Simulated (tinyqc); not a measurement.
From results back to parameters: two-dimensional electron gas with Rashba and Dresselhaus coupling. Four cases, with inputs chosen for the exercise.

Problem. For pure Rashba coupling above the band crossing, k_outer - k_inner = al m/c with c = hbar^2/2m0, and each branch holds k^2/(4 pi) electrons per area. Beating of Shubnikov-de Haas oscillations gives the two densities; those below come from a hidden al (1e11/cm^2 = 1e-5/angstrom^2).

Constants: hbar^2/2m0 = 3.80998211 eV angstrom^2.

Case 1.

Values chosen (out of a larger set: of the size met in GaN; not measured data): m = 0.2372 m0 (mass).

densities (1e11/cm^2): outer 1.544208, inner 1.455792

Case 2.

Values chosen (out of a larger set: of the size met in GaAs; not measured data): m = 0.0694 m0 (mass).

densities (1e11/cm^2): outer 2.581137, inner 2.518863

Case 3.

Values chosen (out of a larger set: of the size met in GaAs; not measured data): m = 0.0707 m0 (mass).

densities (1e11/cm^2): outer 3.116488, inner 2.983512

Case 4.

Values chosen (out of a larger set: of the size met in InAs; not measured data): m = 0.0241 m0 (mass).

densities (1e11/cm^2): outer 1.633091, inner 1.266909

Find: k_outer, k_inner; al.

Solution. k = sqrt(4 pi n) for each branch, and al = c (k_outer - k_inner)/m.

Case 1.

k_outer, k_inner (1/angstrom): 0.01393  0.01353

al = 0.00650 eV angstrom

Case 2.

k_outer, k_inner (1/angstrom): 0.01801  0.01779

al = 0.0120 eV angstrom

Case 3.

k_outer, k_inner (1/angstrom): 0.01979  0.01936

al = 0.0230 eV angstrom

Case 4.

k_outer, k_inner (1/angstrom): 0.01433  0.01262

al = 0.270 eV angstrom

Computed by tinyqc, one run a case: `OMP_NUM_THREADS=1 python tinyqc.py N N+1 out.jsonl` with N = 1450543, 1450649, 1450719, 1450745; one thread of a shared Intel(R) Xeon(R) Processor @ 2.30GHz, about 0.01 s a run at most.
